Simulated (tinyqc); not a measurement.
Two-band tight binding of a puckered layer, step by step. Values are carried at full precision from step to step, so a last printed digit may differ when a step is redone from the rounded ones.

With X = kx ax/2 and Y = ky ay/2: h = t2 + 2 cos(Y) (t1 exp(iX) + t3 exp(-iX)) + t5 exp(2iX), d = 4 t4 cos(X) cos(Y), H = [[d, h], [h*, d]], E = d -/+ |h|.

Constants: hbar^2/2m0 = 3.80998211 eV angstrom^2.

Values chosen for the exercise (near a published set for monolayer black phosphorus; shifted at random, so the results belong to these values and not to a real crystal):
```
symbol  value         unit        meaning
ax      4.63          angstrom    period along x (armchair)
ay      3.34          angstrom    period along y (zigzag)
t1      -1.21         eV          along the zigzag
t2      3.662         eV          across the pucker
t3      -0.209        eV          second in the sheet
t4      -0.11         eV          same sublattice
t5      -0.058        eV          far across
k       (0.06, 0.08)  1/angstrom  wave vector
```

## One k point

Form X, Y, h, d and the levels.

X, Y (rad): [0.13890, 0.13360]

h = 0.8206-0.2906i eV
d = -0.4319 eV

levels (eV): [-1.3024, 0.4387]

## Expansion about Gamma

h = h0 + i chi kx + gx kx^2 + gy ky^2 and d = 4 t4 + ex kx^2 + ey ky^2, with h0 = t2 + 2 t1 + 2 t3 + t5, chi = ax (t1 - t3 + t5), gx = -ax^2 ((t1 + t3)/4 + t5/2), gy = -ay^2 (t1 + t3)/4, ex = -t4 ax^2/2, ey = -t4 ay^2/2. The gap is 2 h0.

h0 = 0.7660 eV
gap = 1.5320 eV
chi = -4.9032 eV angstrom

gx, gy, ex, ey (eV angstrom^2): [8.2264, 3.9574, 1.1790, 0.6136]

## Masses

Electrons: c/(ex + gx + chi^2/(2 h0)) along x, c/(ey + gy) along y; holes: the same with -ex and -ey; c = hbar^2/2m0. The coefficients stand in the order gx, gy, ex, ey.

masses (m0), rows electron, hole; columns x, y:
$$\begin{pmatrix}
0.1518 & 0.8335 \\
0.1675 & 1.1394
\end{pmatrix}$$

density-of-states mass sqrt(mx my) (m0): electron 0.3557, hole 0.4369

my/mx: electron 5.49, hole 6.80

Along x the term chi^2/(2 h0) = 15.69 eV angstrom^2 couples the bands and makes both carriers light; along y it is absent.

## Checks

- Electron mass along x against a finite difference of the band: both 0.1518.

(tinyqc, `OMP_NUM_THREADS=1 python tinyqc.py 1450996 1450997 out.jsonl`, Intel(R) Xeon(R) Processor @ 2.30GHz, 1 thread, shared host, about 0.01 s.)
